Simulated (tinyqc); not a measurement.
Two-node Weyl semimetal on a cubic lattice and its slab: one step. The slab at one surface momentum.

H = d.s with dx = t sin kx, dy = t sin ky, dz = m (2 - cos kx - cos ky) + M(kz), M = tz (cos k0 - cos kz), k in 1/a. Nodes at (0, 0, +/-k0). Berry curvature of the lower band along z: Omega = d.(dd/dkx x dd/dky)/(2|d|^3), in the sense curl of i<u|grad u>.

Slab of N layers along x with hard walls: layer block t sin(ky) sy + (m (2 - cos ky) + M(kz)) sz, block to the next layer t sx/(2i) - m sz/2.

Values chosen for the exercise:
- t = 0.94 eV (hopping in sx and sy)
- m = 1.37 eV (mass term)
- tz = 0.95 eV (hopping along z)
- k0 = 1.83 1/a (position of the nodes)
- N = 4 (layers of the small slab)
- ky = 0.3 1/a
- kz = 0.87 1/a

Task: Fill in the matrix.

Give: H.

Result:

H (eV):
```
         1+        1-        2+        2-        3+        3-        4+        4-
1+   0.5751  -0.2778i   -0.6850  -0.4700i         0         0         0         0
1-  0.2778i   -0.5751  -0.4700i    0.6850         0         0         0         0
2+  -0.6850   0.4700i    0.5751  -0.2778i   -0.6850  -0.4700i         0         0
2-  0.4700i    0.6850   0.2778i   -0.5751  -0.4700i    0.6850         0         0
3+        0         0   -0.6850   0.4700i    0.5751  -0.2778i   -0.6850  -0.4700i
3-        0         0   0.4700i    0.6850   0.2778i   -0.5751  -0.4700i    0.6850
4+        0         0         0         0   -0.6850   0.4700i    0.5751  -0.2778i
4-        0         0         0         0   0.4700i    0.6850   0.2778i   -0.5751
```

Run: tinyqc, `OMP_NUM_THREADS=1 python tinyqc.py 1480187 1480188 out.jsonl`; Intel(R) Xeon(R) Processor @ 2.30GHz, one thread, shared host; about 0.3 s of CPU time with all checks.
